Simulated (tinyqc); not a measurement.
Spherical quantum dot: sweeps and comparisons. A value that a table varies takes the place of the one given here.

A sphere of radius R, isotropic masses, c = hbar^2/2m0, k = sqrt(mw E/c), kappa = sqrt(mb (V0 - E)/c). State n l is the spherical Bessel function j_l(k r) inside and k_l(kappa r) outside; psi and psi'/m are continuous: (k/mw) j_l'(kR)/j_l(kR) = (kappa/mb) k_l'(kappa R)/k_l(kappa R). For l = 0 this reads kR cot(kR) = 1 - (mw/mb)(1 + kappa R).

With hard walls E = c (x/R)^2/mw, x a zero of j_l: 1s 3.141593; 2s 6.283185; 1p 4.493409; 2p 7.725252; 1d 5.763459; 2d 9.095011; 1f 6.987932; 2f 10.417119.

Constants: hbar^2/2m0 = 3.80998211 eV angstrom^2.

Values chosen for the exercise (near those of a Si dot in SiO2, with the mean mass 3/(2/mt + 1/ml) for all six valleys; the results hold for these values, not for the real material):
- V0 = 3.123 eV (barrier height)
- mw = 0.253 m0 (mass inside)
- mb = 0.528 m0 (mass outside)
- Rs = (11, 14, 16, 21, 27, 35, 48) angstrom (radii)
- R = 16 angstrom (radius)

## Radius

The two lowest states against R; a dash marks an unbound state.

Levels (eV):
```
R (angstrom)      1s      1p  1s, hard walls  flat well of width 2R
11            0.7081  1.4593          1.2283                 0.1859
14            0.4886  1.0050          0.7583                 0.1264
16            0.3942  0.8099          0.5806                 0.1013
21            0.2502  0.5131          0.3370                 0.0637
27            0.1615  0.3308          0.2039                 0.0408
35            0.1013  0.2074          0.1213                 0.0255
48            0.0565  0.1157          0.0645                 0.0142
```

What does this show?

The lowest state is bound at every radius listed. 1p is bound at every radius listed. At the largest radius the level is 0.88 of the hard-wall value and 3.98 times that of the flat well (the hard-wall ratio is 4.00); the exponent d ln E/d ln R between the last two radii is -1.85. Levels above about 0.3 eV lie beyond the range of a parabolic mass.

## Shape and dimension

Lowest level with hard walls: film c (pi/2R)^2/mw, cylinder c (2.404826/R)^2/mw, sphere c (pi/R)^2/mw, square or cube of side a: 2 or 3 times c (pi/a)^2/mw; c = hbar^2/2m0. Finite barriers V0 with outer mass mb and psi, psi'/m continuous for film, cylinder and sphere (not separable for the square and the cube: dash).

Lowest level (eV):
```
shape                      hard walls  finite barrier
film, width 2R                 0.1451          0.1013
cylinder, radius R             0.3402          0.2343
square wire of equal area      0.3696               -
sphere, radius R               0.5806          0.3942
cube of equal volume           0.6703               -
```

What can be read from the table?

With hard walls the levels of film, cylinder and sphere stand as 1 : 2.34 : 4.00; with the finite barrier as 1 : 2.31 : 3.89. The square lies 8.6 % above the circle of equal area and the cube 15.5 % above the sphere of equal volume: round shapes give the lowest level for a given size.

## What each parameter does

The lowest level 1s and its distance to V0. Each row changes one parameter from the base and keeps the others.

Results:
```
case             E (eV)  V0 - E (eV)     k R
base             0.3942       2.7288  2.5886
R = 18 angstrom  0.3246       2.7984  2.6427
V0 = 3.748 eV    0.4072       3.3408  2.6309
mw = 0.2277 m0   0.4201       2.7029  2.5351
mb = 0.4224 m0   0.4109       2.7121  2.6430
```

What can be read from the table?

The largest shifts from the base row, up to three for each result and ties (the steps differ in size, so this ranks the rows, not the parameters). E (eV): R -0.0696, mw +0.0259, mb +0.0167. V0 - E (eV): V0 +0.6120, R +0.0696, mw -0.0259. k R: mb +0.0544, R +0.0541, mw -0.0535.

Run: tinyqc, `OMP_NUM_THREADS=1 python tinyqc.py 1282185 1282186 out.jsonl`; Intel(R) Xeon(R) Processor @ 2.30GHz, one thread, shared host; about 0.06 s of CPU time with all checks.
